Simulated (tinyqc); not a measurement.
Worked calculation: static screening by free carriers. Values are carried at full precision from step to step, so a last printed digit may differ when a step is redone from the rounded ones.

kF = (3 pi^2 n/Mv)^(1/3), EF = c kF^2/m with c = hbar^2/2m0, n in 1/angstrom^3 (1e-24 per 1/cm^3), e2 = e^2/(4 pi eps0). Thomas-Fermi: qTF^2 = 6 pi e2 n/(eps EF). Debye: qD^2 = 4 pi e2 n/(eps kB T).

Constants: hbar^2/2m0 = 3.80998211 eV angstrom^2; e^2/(4 pi eps0) = 14.39964547 eV angstrom; kB = 8.617333262e-05 eV/K; a0 (Bohr radius) = 0.5291772105 angstrom; hbar = 6.58211957e-16 eV s.

Values chosen for the exercise (near those of InAs; not measured data): n = 4e+15 1/cm^3 (carrier density); m = 0.0261 m0 (mass of one isotropic valley); Mv = 1 (valleys); eps = 15.2 (background dielectric constant); T = 300 K; q = 0.012 1/angstrom (wave vector); aD = 300.6 angstrom (trial radius); NI = 4e+15 1/cm^3 (ionised impurities).

## Fermi and screening wave vectors

Also the effective Bohr radius aB = a0 eps/m and rs = (3/(4 pi n))^(1/3)/aB.

kF = 0.0049109 1/angstrom
EF at 0 K = 3.520 meV
EF/kT = 0.136
qTF = 0.0045044 1/angstrom
qD = 0.0013572 1/angstrom
aB = 308.2 angstrom
rs = 1.27

The gas is not degenerate, so the Debye value applies.

## Screening at finite temperature

F_j(eta) = (1/Gamma(j + 1)) integral_0^infinity x^j dx/(1 + exp(x - eta)), which tends to exp(eta) for eta << 0.

At finite T: qs^2 = qD^2 F_-1/2(eta)/F_1/2(eta), where n = Mv N F_1/2(eta) and N = 2 (m kB T/(4 pi c))^(3/2) with c = hbar^2/2m0, in 1/angstrom^3; times 1e24 for 1/cm^3.

Solve for eta and form qs.

n/(Mv N) = 0.03780
eta = -3.262
qs = 0.001348 1/angstrom
screening length 1/qs = 741.7 angstrom

qs is 0.993 of the Debye value and 0.299 of the Thomas-Fermi value.

## Lindhard function at one q

Lindhard at zero temperature: eps(q)/eps = 1 + (qTF/q)^2 L(x), x = q/(2 kF), L(x) = 1/2 + ((1 - x^2)/(4x)) ln|(1 + x)/(1 - x)|.

Compare with Thomas-Fermi, 1 + (qTF/q)^2.

x = 1.2218
L(x) = 0.2677
eps(q)/eps, Lindhard = 1.038
eps(q)/eps, Thomas-Fermi = 1.141

The carriers respond with 27 % of their long-wave strength at this q, beyond 2 kF, where no pair of states on the Fermi surface is joined by q. The zero-temperature form is an exercise here: at the temperature of this gas EF is only 0.14 kT.

## A donor in the screened potential

Donor in the screened potential -(e2/eps) exp(-qs r)/r with the trial function exp(-r/a): E(a) = c/(m a^2) - (e2/eps) 4/(a (2 + qs a)^2), e2 = e^2/(4 pi eps0), c = hbar^2/2m0; isotropic mass.

Evaluate both terms at a = aD.

kinetic term = 1.615 meV
potential term = -2.179 meV
E(aD) = -0.563 meV
unscreened level -m Ry/eps^2 (Ry = 13.60569312 eV) = -1.537 meV

This trial radius gives a bound state.

## Ionised-impurity scattering at E = 3 kT

Brooks-Herring rate for an electron of energy E: 1/tau = NI (pi e2^2/(eps^2 hbar)) (sqrt(c/m)/E^(3/2)) Phi(b), with Phi = ln(1 + b) - b/(1 + b), b = (2k/qs)^2, k^2 = m E/c, NI in 1/angstrom^3.

e2 = e^2/(4 pi eps0), c = hbar^2/2m0; mobility estimate mu = tau/(m m0/e) with m0/e = 5.685630e-12 kg/C, times 1e4 for cm^2/(V s).

b = 1169
Phi = 6.0657
1/tau = 5.81e+10 1/s
mu at this energy = 1.16e+06 cm^2/(V s)

b is well above 1, the regime that the Brooks-Herring formula is meant for; a true mobility averages tau over the distribution.

## Checks

- Scattering rate against the golden-rule integral over angles (1/s): both 5.814e+10.
- L(x) at x = 0.7 against the integral over the Fermi sphere: both 0.81595.

Program tinyqc; command `OMP_NUM_THREADS=1 python tinyqc.py 1650813 1650814 out.jsonl`; about 0.01 s on one thread of a shared Intel(R) Xeon(R) Processor @ 2.30GHz.
